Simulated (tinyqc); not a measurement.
# Short-channel transistor, virtual-source model with series resistance: supply voltage at a fixed off current

The current per gate width is the charge at the top of the source barrier (the virtual source) times its velocity times a saturation function; al and be are fitting constants of the model. Units: I in uA/um, Rs in ohm um, so I Rs = 1e-6 I Rs in volts; Q in uC/cm^2, so I = 1e-4 Q vx0 Fsat with vx0 in cm/s.

Intrinsic voltages Vg' = Vgs - I Rs, Vd' = Vds - 2 I Rs. n = n0 + nd Vd', VT = VT0 - dl Vd', Ff = 1/(1 + exp((Vg' - VT + al Vt/2)/(al Vt))), Q = Cinv n Vt ln(1 + exp((Vg' - VT + al Vt Ff)/(n Vt))), Vdsat = (vx0 L/mu)(1 - Ff) + Vt Ff, Fsat = u/(1 + u^be)^(1/be) with u = Vd'/Vdsat, and I = Q vx0 Fsat per width. I is solved self-consistently. For each supply Vdd, VT0 is set so that I(Vgs = 0, Vds = Vdd) = 100 nA/um; Ion = I(Vdd, Vdd); C = Cinv L + 0.44 fF/um of parasitic capacitance; delay C Vdd/Ion, energy C Vdd^2.

Inputs (values chosen for the exercise): temperature T = 300 K; inversion capacitance Cinv = 1.31 uF/cm^2; velocity at the virtual source vx0 = 7.04e6 cm/s; apparent mobility mu = 170 cm^2/(V s); channel length L = 45 nm; drain-induced barrier lowering dl = 0.027 V/V; subthreshold factor n0 = 1.07; growth of n with drain voltage nd = 0 1/V; threshold shift (in units of Vt) from weak to strong inversion al = 3.5; sharpness of saturation be = 1.8; series resistance of each contact Rs = 200 ohm um.

Constants: q = 1.602176634e-19 C, kB = 1.380649e-23 J/K, Vt = kB T/q. Results are converted to the units shown.

Result of one run:

| VT0 (V) | Ion (uA/um) | delay (ps) | energy (fJ/um) |
|---|---|---|---|
| 0.24972 | 264.40 | 2.3362 | 0.37062 |

Which supply voltage Vdd gave this result: 0.4, 0.5, 0.6 or 0.9 V?

Vdd = 0.6 V.

The whole series:

| Vdd (V) | VT0 (V) | Ion (uA/um) | delay (ps) | energy (fJ/um) |
|---|---|---|---|---|
| 0.4 | 0.24416 | 122.35 | 3.3658 | 0.16472 |
| 0.5 | 0.24696 | 191.11 | 2.6935 | 0.25738 |
| 0.6 | 0.24972 | 264.40 | 2.3362 | 0.37062 |
| 0.7 | 0.25246 | 340.00 | 2.1196 | 0.50445 |
| 0.8 | 0.25518 | 416.72 | 1.9764 | 0.65888 |
| 0.9 | 0.25790 | 493.99 | 1.8756 | 0.83390 |
| 1 | 0.26061 | 571.53 | 1.8013 | 1.0295 |
| 1.1 | 0.26332 | 649.19 | 1.7444 | 1.2457 |

The VT0 needed rises from 0.244 to 0.263 V and Ion rises from 122 to 649 uA/um. The delay falls from 3.37 to 1.74 ps, while the energy grows as Vdd^2. Going from 0.4 to 0.5 V changes the delay by -20 %, going from 1 to 1.1 V by -3.2 %.

Program tinyqc, `OMP_NUM_THREADS=1 python tinyqc.py 2380108 2380109 out.jsonl`; Intel Xeon 2.30GHz, shared host, one thread, about 0.01 s.
